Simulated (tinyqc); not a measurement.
Band-to-band tunnelling in a uniform field: complex band structure along [001] in sp3s* tight binding.

For k = (0, 0, kz) the phase sums are g0 = cos(phi) and g3 = i sin(phi), phi = kz a/4, and the s, pz, s* orbitals of anion (a) and cation (c) decouple from px, py. With z = exp(i phi), H(z) = H0 + z T + T^T/z for any complex z. H0 is diagonal (Esa, Epa, Exa, Esc, Epc, Exc). The anion-cation block is B(z) = z U + W/z and the cation-anion block z W^T + U^T/z, where U has Vss/2 (s,s), Vsapc/2 (s,z), -Vscpa/2 (z,s), Vxx/2 (z,z), Vxapc/2 (s*,z), -Vpaxc/2 (z,s*), and W has the same values with the s-z and s*-z signs reversed. |z| = 1 is a band state, |z| < 1 decays along [001] as exp(-kappa d) over a distance d, kappa = -(4/a) ln|z|. No spin-orbit coupling.

Constants: hbar^2/2m0 = 3.80998211 eV angstrom^2.

Inputs chosen for the exercise (out of a larger set: near a published set for InAs, fitted to gaps, whose masses and valley positions are rough (light masses up to twice too heavy); not measured data): p = (-9.592, 0.906, -2.713, 3.699, 7.495, 6.783, -5.669, 1.84, 4.519, 3.049, 5.464, 3.346, 3.904) eV (order Esa, Epa, Esc, Epc, Exa, Exc, Vss, Vxx, Vxy, Vsapc, Vscpa, Vxapc, Vpaxc); a = 6.054 angstrom (lattice constant).

Ev = -0.00744 eV
EG (direct gap) = 0.48575 eV

masses of this model, from the curvature at Gamma (m0): m_lh 0.03244, m_e 0.03505

WKB at zero transverse momentum: T = exp(-2 I/(eF)), I = integral of kappa dE across the direct gap (8 Gauss-Legendre points in theta, E = EG sin^2 theta, 0 to pi/2); 1 MV/cm = 0.01 V/angstrom. The two-band form gives I = (pi/8) sqrt(m/c) EG^(3/2) with m = 2 m_lh m_e/(m_lh + m_e).

Tunnelling:
```
F (MV/cm)  path EG/eF (angstrom)  exponent 2I/eF  T, tight binding  T, two-band
0.50                        97.2           4.998           0.00675      0.00673
0.75                        64.8           3.332            0.0357       0.0356
1.00                        48.6           2.499            0.0822       0.0820
2.00                        24.3           1.249             0.287        0.286
3.00                        16.2           0.833             0.435        0.435
4.00                        12.1           0.625             0.535        0.535
```

Give the missing row, F (MV/cm) = 1.50.

Computed row:
```
F (MV/cm)  path EG/eF (angstrom)  exponent 2I/eF  T, tight binding  T, two-band
1.50                        32.4           1.666             0.189        0.189
```

I, tight binding = 0.012495 eV/angstrom
I, two-band = 0.012503 eV/angstrom

The two-band integral is +0.07 % from the tight-binding one, which makes the two-band T 0.9967 times the other at 0.5 MV/cm and 0.9996 times at 4 MV/cm. Doubling the field from 1 to 2 MV/cm halves the exponent and raises T by a factor 3.49. Where the exponent falls below about 2 the WKB form is only a guide.

tinyqc: `OMP_NUM_THREADS=1 python tinyqc.py 1480943 1480944 out.jsonl`; about 0.01 s, one thread, shared Intel(R) Xeon(R) Processor @ 2.30GHz.
